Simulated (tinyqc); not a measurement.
Single-photon avalanche diode, trigger probability and counting: two steps of the calculation.

A multiplication layer of width W with the uniform field V/W; alpha = an exp(-bn/E) for electrons, beta = ap exp(-bp/E) for holes (local model, no dead space). a = alpha W, b = beta W. Electrons enter at x = 0, holes at x = W. P0 is the probability that an electron entering at 0 starts a lasting avalanche, PW the same for a hole entering at W.

Values chosen for this exercise; ionisation coefficients close to those of indium phosphide: electron prefactor an = 1.09e7 1/cm; electron field bn = 3.14 MV/cm; hole prefactor ap = 4.7e6 1/cm; hole field bp = 2.54 MV/cm; width of the multiplication layer W = 0.5 um; excess bias Vx = 4.5 V; probability that a photon makes a pair that enters the layer eta = 0.23; thermal generation rate in the layer Gd = 490 1/s; dead time td = 50 ns; diode capacitance Cd = 86 fF; quench resistance Rq = 500 kohm; trapping probability per avalanche carrier pa = 5.4e-8; trap release time tt = 35 ns; photon rate nph = 7.8e6 1/s.

Constants: q = 1.602176634e-19 C. Results are converted to the units shown.

Question 1. Ionisation integrals at and above breakdown. Breakdown: ln(a/b) = a - b with a not equal to b. VB is given; V = VB + Vx.

breakdown voltage VB = 24.121242 V

Give: E at VB; a at VB; b at VB; E at V; a; b.

Answer 1.

E at VB = 0.4824 MV/cm
a at VB = 0.8122
b at VB = 1.215
E at V = 0.5724 MV/cm
a = 2.260
b = 2.780

At VB, ln(a/b) = -0.4025 equals a - b.

Question 2. Detection, dark counts, afterpulses and dead-time loss. Pm is the mean trigger probability of pairs made evenly in the layer. PDP = eta P0; dark counts Gd Pm; avalanche charge Cd Vx/q; afterpulse probability pa (Cd Vx/q) exp(-td/tt) Pm; true rate n = nph PDP + dark counts; measured n/(1 + n td) (non-paralysable) or n exp(-n td) (paralysable); recharge time Rq Cd.

P0 = 0.86728088
Pm = 0.89360674

Find: PDP; dark counts; avalanche charge; afterpulse probability; true rate; measured, non-paralysable; measured, paralysable; recharge time.

Answer 2.

PDP = 0.19947
dark counts = 437.87 1/s
avalanche charge = 2.4155e6 electrons
afterpulse probability = 2.7933 %
true rate = 1.5563e6 1/s
measured, non-paralysable = 1.4440e6 1/s
measured, paralysable = 1.4398e6 1/s
recharge time = 43.000 ns

Dead time hides 7.2 % of the events in the first model and 7.5 % in the second.

Numbers from tinyqc (`OMP_NUM_THREADS=1 python tinyqc.py 2630030 2630031 out.jsonl`; about 0.01 s on one thread of a shared Intel Xeon 2.30GHz).
